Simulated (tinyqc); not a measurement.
Ground and coupling capacitance from two measurements.

Question. A line has Cg to the planes and Cc to each of two neighbours. Find Cg, Cc, the load when both neighbours switch in antiphase, and the pulse on the line when it floats and both neighbours swing by Vx.

Parameters, values chosen for the exercise:
- Vx = 1 V (swing)

capacitance with neighbours driven alike and with neighbours grounded (aF/um): 54  172

Answer. Driven alike, Cc carries no charge, which leaves Cg; grounded neighbours give Cg + 2 Cc, antiphase Cg + 4 Cc; a floating line divides the swing as 2 Cc/(Cg + 2 Cc).

Cg = 54.0 aF/um
Cc = 59.0 aF/um
load in antiphase = 290 aF/um
pulse = 0.686 V

tinyqc, about 0.8 s, one thread, Intel Xeon 2.30GHz (shared host): `OMP_NUM_THREADS=1 python tinyqc.py 2790213 2790214 out.jsonl`
